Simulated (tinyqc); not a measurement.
Graded p-n junction, non-linear Poisson equation by Newton steps: one step of the calculation.

One dimension, p side on the left, n side on the right; net doping C = (Nd - Na)/2 + ((Nd + Na)/2) tanh(x/Lg). The potential psi is counted from the intrinsic level, and the quasi-Fermi potentials are flat: 0 for holes and -V for electrons, so n = ni exp((psi + V)/Vt) and p = ni exp(-psi/Vt) (Boltzmann statistics, full ionisation, no current).

Task. Densities, residual and Jacobian diagonal. n_i = ni exp((psi_i + V)/Vt), p_i = ni exp(-psi_i/Vt), rho_i = p_i - n_i + C_i, g_i = (n_i + p_i)/Vt. Box widths w_i = (h_(i-1) + h_i)/2 in cm. Residual F_i = a_i (psi_(i+1) - psi_i) - a_(i-1) (psi_i - psi_(i-1)) + q rho_i w_i; Jacobian: a_(i-1) and a_i beside the diagonal, b_i = -a_(i-1) - a_i - q g_i w_i on it. The two end nodes are fixed.

Values chosen for this exercise: temperature T = 293 K; bias of the p side against the n side V = 0.47 V.

Constants: q = 1.602176634e-19 C, kB = 1.380649e-23 J/K, Vt = kB T/q. Results are converted to the units shown.

```
node,x (nm),psi after iteration 1 (V),net doping C (cm^-3)
0,-534,-0.45914353,-5.8999993e17
1,-420,-0.45914348,-5.8999778e17
2,-321,-0.45914258,-5.8995739e17
3,-233,-0.45913047,-5.8941121e17
4,-155,-0.45901141,-5.8401124e17
5,-86.7,-0.45819566,-5.4679510e17
6,-26.5,-0.45423287,-3.9721837e17
7,26.5,-0.18062495,-1.6478163e17
8,90.1,-0.11225556,-1.1300274e16
9,167,-0.09136000,2.3802044e16
10,258,-0.08813021,2.7720696e16
11,368,-0.08782992,2.7989523e16
12,501,-0.08781317,2.7999802e16
13,660,-0.08781261,2.7999998e16
14,850,-0.08781270,2.8000000e16
```

```
interval,coupling a_i (F/cm^2)
0,9.1648611e-8
1,1.0553476e-7
2,1.1872661e-7
3,1.3394797e-7
4,1.5297133e-7
5,1.7355385e-7
6,1.9713097e-7
7,1.6427581e-7
8,1.3586400e-7
9,1.1481255e-7
10,9.4981287e-8
11,7.8555952e-8
12,6.5710325e-8
13,5.4989166e-8
```

ni = 7.4697156e9 cm^-3

Find: n; p; residual F; diagonal b.

Result.

```
node,n (cm^-3),p (cm^-3)
0,1.148e10,5.900e17
1,1.148e10,5.900e17
2,1.148e10,5.900e17
3,1.149e10,5.897e17
4,1.154e10,5.869e17
5,1.192e10,5.683e17
6,1.395e10,4.857e17
7,7.091e14,9.554e12
8,1.063e16,6.370e11
9,2.433e16,2.785e11
10,2.765e16,2.450e11
11,2.798e16,2.421e11
12,2.800e16,2.420e11
13,2.800e16,2.420e11
14,2.800e16,2.420e11
```

```
node,residual F (1e-7 C/cm^2),diagonal b (F/cm^2)
1,0.000,-4.007e-5
2,0.000,-3.523e-5
3,0.004,-3.131e-5
4,0.035,-2.753e-5
5,0.227,-2.349e-5
6,1.335,-1.782e-5
7,-1.973,-3.880e-7
8,-0.331,-7.742e-7
9,-0.032,-1.547e-6
10,-0.002,-1.973e-6
11,0.000,-2.331e-6
12,0.000,-2.738e-6
13,0.000,-3.221e-6
```

Numbers from tinyqc (`OMP_NUM_THREADS=1 python tinyqc.py 2000107 2000108 out.jsonl`; about 0.05 s on one thread of a shared Intel Xeon 2.30GHz).
